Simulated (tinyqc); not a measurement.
# Octagonal on-chip spiral inductor, lumped pi model, step by step

Numbers from tinyqc (`OMP_NUM_THREADS=1 python tinyqc.py 2302013 2302014 out.jsonl`; about 0.01 s on one thread of a shared Intel Xeon 2.30GHz). Printed values are rounded.

Outer diameter do = di + 2 n wd + 2 (n - 1) sp, mean da = (do + di)/2, fill p = (do - di)/(do + di), length l = 3.314 n da. L = 2.25 mu0 n^2 da/(1 + 3.55 p), mu0 = 4 pi 1e-7 H/m. Rs = rho l/(wd delta (1 - exp(-th/delta))), delta = sqrt(rho/(pi f mu0)). Cs = n wd^2 eps0 eo/hu across the coil. At each end Cox = l wd eps0 eo/(2 ho) leads to the substrate branch Rsi = 2 rs he/(l wd) in parallel with Csi = l wd eps0 11.7/(2 he). With one end grounded Y = 1/(Rs + i w L) + i w Cs + 1/[1/(i w Cox) + 1/(1/Rsi + i w Csi)], w = 2 pi f; Q = -Im Y/Re Y. Eddy currents in neighbouring turns and in the substrate are left out.

Parameters, values chosen for the exercise; values of the order met in silicon radio-frequency processes: number of turns n = 5.5; line width wd = 15 um; space between turns sp = 1.5 um; inner diameter di = 100 um; metal thickness th = 0.9 um; metal resistivity rho = 1.9 uohm cm; oxide below the coil ho = 7.6 um; oxide between coil and underpass hu = 0.7 um; relative permittivity of the oxide eo = 3.9; substrate resistivity rs = 1000 ohm cm; effective spreading depth in the substrate he = 30 um; frequency f = 5 GHz.

Constants: eps0 = 8.8541878128e-12 F/m. Results are converted to the units shown.

## Geometry and model elements

do, l, L, delta, Rs, Cs, Cox, Rsi and Csi as defined.

do = 278.5 um
l = 3449.460 um
L = 6.052906 nH
delta = 0.9810970 um
Rs = 7.417312 ohm
Cs = 61.04646 fF
Cox = 117.5471 fF
Rsi = 11596.02 ohm
Csi = 89.33583 fF

Rs is 1.53 times the direct-current value in this empirical form, which overstates the skin effect of a flat slab when delta is near th and so stands in for some current crowding.

## Admittance, quality factor and apparent inductance

Series branch 1/(Rs + i w L), substrate branch, total Y, Q = -Im Y/Re Y, apparent inductance Im(1/Y)/w, metal-only value w L/Rs, share of the loss in the substrate Re(substrate branch)/Re Y.

series branch = 0.204814-5.250806i mS
substrate branch = 0.027835+1.595010i mS
Y = 0.232648-1.737964i mS
Q = 7.470345
apparent inductance = 17.99269 nH
w L/Rs = 25.63700
share of the loss in the substrate = 11.96435 %

Q is 29.1 % of the metal-only value.
